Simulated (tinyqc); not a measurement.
# Off-state leakage of single and stacked transistors: effects of single changes

n-channel devices of unit width. Subthreshold current I(Vg, Vs, Vd) = I0 (T/300 K)^0.5 exp[(Vg - Vs - VT(T) - gb (Vs - Vb) + dd (Vd - Vs))/(nf Vt)] (1 - exp(-(Vd - Vs)/Vt)), VT(T) = VT - cT (T - 300 K). Gate-edge tunnelling Ig (Vd/1 V) exp(ag (Vd - 1 V)), for a gate at 0 V, and band-to-band leakage Ab u exp(-Bb/u), u = Vd - Vb + 1 V, flow at a drain held at V; both are taken as independent of T. In a stack of off transistors (all gates at 0 V) the same subthreshold current passes through each.

Values chosen for this exercise; values of the order met in bulk silicon logic transistors:
```
symbol  value       unit                                             meaning
T         330          K                                         temperature
V         0.9          V                                      supply voltage
VT       0.47          V        threshold at 300 K, zero drain and body bias
cT        0.5       mV/K              fall of the threshold with temperature
I0        0.5      uA/um                       current at threshold at 300 K
nf        1.4                                                   slope factor
dd       0.08                                drain-induced lowering per volt
gb       0.09             rise of the threshold per volt of source-body bias
Ig       1e-6      uA/um                 gate-edge tunnelling current at 1 V
ag        3.6        1/V               exponential slope of the gate current
Ab        200  uA/(um V)      prefactor of band-to-band leakage at the drain
Bb         28          V                             its exponential voltage
Vb          0          V                                        body voltage
```

Constants: q = 1.602176634e-19 C, kB = 1.380649e-23 J/K, Vt = kB T/q. Results are converted to the units shown.

Each table varies one quantity; the others keep the values above.

## Subthreshold current against the height of the stack

All n gates at 0 V, bottom source at 0 V, top drain at V; node voltages follow from equal currents.

Subthreshold current against the height of the stack:
columns A: n; B: I (nA/um); C: reduction factor; D: drain voltage of the bottom device (mV); E: source voltage of the top device (mV); F: voltage across the top device (V)
```
A         B      C      D      E       F
1   0.03481  1.000  900.0      0  0.9000
2  0.005713  6.093  61.49  61.49  0.8385
3  0.003152  11.04  21.43  81.72  0.8183
4  0.002186  15.93  13.28  94.19  0.8058
5  0.001675  20.78  9.660  103.2  0.7968
6  0.001359  25.61  7.605  110.3  0.7897
```

Read the table: what changes, and by how much?

The second transistor cuts the current by a factor of 6.09, the third by a further 1.81 and the sixth by 1.23. The top device keeps 87.7 % of the supply at n = 6, while the drain voltage of the bottom one falls to 0.267 Vt.

## Leakage components against the body voltage

Same model as above.

One transistor with Vg = Vs = 0, Vd = V; stack factor I(one)/I(two in series).

The same in every row: gate edge (nA/um) = 6.2791e-4; stack factor = 6.0931.

Results:
```
Vb (V)  subthreshold (nA/um)  band-to-band (nA/um)  total (nA/um)  largest part
0.2                 0.054705              0.023900       0.079232  subthreshold
-0.2                0.022147               0.68023        0.70301  band-to-band
-0.4                0.014092                2.3752         2.3899  band-to-band
-0.6               0.0089661                6.8371         6.8467  band-to-band
-0.8               0.0057049                16.928         16.934  band-to-band
-1                 0.0036299                37.174         37.178  band-to-band
-1.2               0.0023096                74.085         74.088  band-to-band
-1.4               0.0014695                136.34         136.34  band-to-band
```

Estimate the missing row, Vb = 0 V.

Computed row:
```
Vb (V)  subthreshold (nA/um)  band-to-band (nA/um)  total (nA/um)  largest part
0                   0.034807               0.15124        0.18667  band-to-band
```

With this row back in the table: As Vb goes from 0.2 to -1.4, the total leakage rises from 0.0792 to 136 nA/um. The subthreshold part leads at Vb = 0.2, the band-to-band part from 0 on. The reduction by a stack of two stays at 6.09, for the subthreshold part alone. For Vb = 0.2 the body is forward biased; the junction current, left out, is still small at this voltage.

Program tinyqc, `OMP_NUM_THREADS=1 python tinyqc.py 2242267 2242268 out.jsonl`; Intel Xeon 2.30GHz, shared host, one thread, about 0.03 s.
